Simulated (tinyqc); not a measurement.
## Error from band bending against le

In A the levels shift by pb (1 - z/W)^2 for z < W. The signal from depth z is weighted by exp(-z/le)/le, so the centroid shifts by pb [1 - 2/a + (2/a^2)(1 - exp(-a))], a = W/le, and the error of iA against its value at the interface is that less pb.

Values chosen for this exercise:
```
symbol,value,unit,meaning
pb,-0.45,V,band bending in A at the interface
W,85,nm,width of the bent region
```

Result of one run:
```
a	centroid shift (eV)	error (meV)
170.00	-0.44474	5.2630
```

Which escape depth le gave this result: 0.5, 1.9, 6.2, 7.7 or 10.6 nm?

le = 0.5 nm.

The whole series:
```
le (nm)	a	centroid shift (eV)	error (meV)
0.5	170.00	-0.44474	5.2630
1.9	44.737	-0.43033	19.668
3.4	25.000	-0.41544	34.560
4.8	17.708	-0.40205	47.953
6.2	13.710	-0.38914	60.859
7.7	11.039	-0.37586	74.144
9.1	9.3407	-0.36396	86.038
10.6	8.0189	-0.35176	98.244
12	7.0833	-0.34086	109.14
```

The size of the error rises from 5.26 to 109 meV; for large a it is 2 |pb|/a. It is below 50 meV, a typical accuracy of the method, in 4 of the 9 rows. Heavily doped substrates and deep-probing photons need the correction.

tinyqc, about 0.01 s, one thread, Intel Xeon 2.30GHz (shared host): `OMP_NUM_THREADS=1 python tinyqc.py 2410014 2410015 out.jsonl`
